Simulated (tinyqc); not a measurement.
Scattering of inversion-layer electrons by surface optical phonons of the gate insulator (remote phonon scattering). From one set of inputs to another, one input at a time. Computed by tinyqc, a small Python program. Command: `OMP_NUM_THREADS=1 python tinyqc.py 3113686 3113687 out.jsonl sophonon ladder`. One thread of a shared host (Intel(R) Xeon(R) Processor @ 2.30GHz), about 0.03 s of CPU time with the checks.

One subband with the Fang-Howard envelope; insulator and channel are half-spaces, the gate is far away, and an interlayer only moves the polar surface away by t (its own modes and its permittivity contrast are left out).

The inputs printed are set A. Set A is modelled on HfO2 on In0.53Ga0.47As; the values taken over come from a set modelled on SiO2 on germanium. Inputs not listed in the table keep their values of set A, so the rows need not describe a real material.

Inputs (values chosen for the exercise, modelled on HfO2 on In0.53Ga0.47As):

| quantity | value | unit |
|---|---|---|
| static constant of the insulator eps_0s | 21.9 | - |
| intermediate constant eps_i | 6.68 | - |
| optical constant eps_inf | 5.11 | - |
| hbar omega_TO1 | 12.6 | meV |
| hbar omega_TO2 | 49.7 | meV |
| constant of the channel eps_s | 13.9 | - |
| in-plane mass m | 0.0443 | m_0 |
| valleys g_v | 1 | - |
| sheet density n | 1.2e+12 | 1/cm^2 |
| mean distance of the electrons z0 = 3/b | 4.6 | nm |
| interlayer thickness t | 0 | nm |
| temperature T | 400 | K |
| electron energy E | 110 | meV |
| mobility from other processes | 2040 | cm^2/(V s) |

Screening by the channel electrons: none.

Constants: k_B = 8.617333262e-05 eV/K; hbar^2/(2 m_0) = 3.80998212 eV angstrom^2; e^2/(4 pi eps_0) = 14.39964548 eV angstrom; hbar = 6.582119569e-16 eV s; e = 1.602176634e-19 C; m_0 = 9.1093837015e-31 kg.

Method:
- eps(w) = eps_inf + (eps_0s - eps_i) w1^2/(w1^2 - w^2) + (eps_i - eps_inf) w2^2/(w2^2 - w^2). Surface modes solve eps(w) + eps_s = 0, a quadratic in w^2; the strength of a mode is g = 2/(w d eps/dw).
- Occupation N = 1/(exp(hbar w/(k_B T)) - 1).
- Density of states D = g_v m/(pi hbar^2); eta = E_F/(k_B T) = ln(exp(n/(D k_B T)) - 1); screening wave number q_s = e^2 D/(2 eps_0 eps_avg) x 1/(1 + exp(-eta)), eps_avg = (eps_s + eps_inf)/2; b = 3/z0.
- For a mode of strength g, without the occupation factor, Area x |M(q)|^2 = e^2 hbar w g/(2 eps_0 q) x (b/(b + q))^6 exp(-2 q t).
- Approximate momentum relaxation rate, taking tau v alike in the initial and final states: 1/tau = (m/(2 pi hbar^3)) sum over modes and over absorption (N, E' = E + hbar w) and emission (N + 1, E' = E - hbar w > 0) of [(1 - f(E'))/(1 - f(E))] int_0^(2 pi) Area |M(q)|^2 (1 - cos theta) d theta, q^2 = k^2 + k'^2 - 2 k k' cos theta, f the Fermi function; 48 midpoints in theta from 0 to pi.
- mu = (e/m) int tau E f (1 - f) dE/(k_B T int f dE), by 300 midpoints from 0 to (max(eta, 0) + 14) k_B T; Matthiessen sum with the other processes.

Each row keeps all changes above it:

| input moved | from | to | remote-phonon mobility (cm^2/(V s)) | tau at E (fs) | loss of mobility (%) |
|---|---|---|---|---|---|
| set A | - | - | 3.9938e+04 | 968.9 | 4.860 |
| sheet density n (1/cm^2) | 1.2e+12 | 4.4e+12 | 1.3929e+05 | 985.0 | 1.443 |
| in-plane mass m (m_0) | 0.0443 | 0.124 | 3.0251e+04 | 1775.2 | 6.317 |
| mean distance of the electrons z0 = 3/b (nm) | 4.6 | 2.3 | 7.2140e+03 | 428.9 | 22.044 |
| temperature T (K) | 400 | 250 | 9.2270e+03 | 721.9 | 18.106 |
| static constant of the insulator eps_0s and intermediate constant eps_i and optical constant eps_inf | 21.9, 6.68, 5.11 | 4, 3.11, 2.46 | 4.6250e+04 | 3713.0 | 4.224 |

Remote-phonon mobility goes from 39900 to 46200, a factor 1.16 in all. The largest single move comes from static constant of the insulator eps_0s with intermediate constant eps_i with optical constant eps_inf (a factor 5.01), and in-plane mass m works against it (a factor 0.217). tau at E goes from 969 to 3710, a factor 3.83 in all. The largest single move comes from static constant of the insulator eps_0s with intermediate constant eps_i with optical constant eps_inf (a factor 5.14), and mean distance of the electrons z0 = 3/b works against it (a factor 0.242). Loss of mobility goes from 4.86 to 4.22, a factor 0.869 in all. The largest single move comes from in-plane mass m (a factor 4.38), but it runs against the net change; the largest move in the direction of the net change is static constant of the insulator eps_0s with intermediate constant eps_i with optical constant eps_inf (a factor 0.233). The single moves hold for this order of the switches; the total does not depend on the order.

Caution (all rows): a relaxation time is only an approximation for inelastic scattering, and static or no screening brackets the true dynamic screening only roughly. Caution (rows sheet density n, in-plane mass m, mean distance of the electrons z0 = 3/b, temperature T, static constant of the insulator eps_0s): E_F is high enough for upper subbands or non-parabolicity, left out here, to matter.

Extremes, crossings and ranges named in words are read from the listed rows.
